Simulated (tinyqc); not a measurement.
Extended Hueckel theory, for BeH2, step by step. One step of it, computed by the program tinyqc.

Problem. Orbitals. Solve H C = S C e through S^(-1/2); fill by pairs from the bottom, a degenerate level sharing its electrons equally; each orbital has its largest coefficient positive (the first on a tie).

H (eV), order 1Be 2s, 1Be 2px, 1Be 2py, 1Be 2pz, 2H 1s, 3H 1s:
```
[[-10.000000, 0.000000, 0.000000, 0.000000, -9.631006, -9.631006],
 [0.000000, -6.000000, 0.000000, 0.000000, 0.000000, 0.000000],
 [0.000000, 0.000000, -6.000000, 0.000000, -9.392602, 9.392602],
 [0.000000, 0.000000, 0.000000, -6.000000, -1.018563, -1.018563],
 [-9.631006, 0.000000, -9.392602, -1.018563, -13.600000, -0.869092],
 [-9.631006, 0.000000, 9.392602, -1.018563, -0.869092, -13.600000]]
```

overlap S, order 1Be 2s, 1Be 2px, 1Be 2py, 1Be 2pz, 2H 1s, 3H 1s:
```
[[1.000000, 0.000000, 0.000000, 0.000000, 0.466393, 0.466393],
 [0.000000, 1.000000, 0.000000, 0.000000, 0.000000, 0.000000],
 [0.000000, 0.000000, 1.000000, 0.000000, 0.547674, -0.547674],
 [0.000000, 0.000000, 0.000000, 1.000000, 0.059391, 0.059391],
 [0.466393, 0.000000, 0.547674, 0.059391, 1.000000, 0.036516],
 [0.466393, 0.000000, -0.547674, 0.059391, 0.036516, 1.000000]]
```

valence electrons = 4

Give: orbital energies; occupations; coefficients; sum of one-electron energies.

Solution.

orbital energies (eV): [-15.732, -13.991, -6.057, -6.000, 4.691, 19.669]

occupations: [2.000, 2.000, 0.000, 0.000, 0.000, 0.000]

coefficients, order 1Be 2s, 1Be 2px, 1Be 2py, 1Be 2pz, 2H 1s, 3H 1s:
```
[[0.390, 0.000, -0.147, 0.000, 1.248, 0.000],
 [0.000, 0.000, 0.000, 1.000, 0.000, 0.000],
 [0.000, 0.247, 0.000, 0.000, 0.000, 1.609],
 [0.008, 0.000, 0.988, 0.000, 0.188, 0.000],
 [0.487, 0.571, 0.043, 0.000, -0.776, -1.024],
 [0.487, -0.571, 0.043, 0.000, -0.776, 1.024]]
```

sum of one-electron energies = -59.446 eV
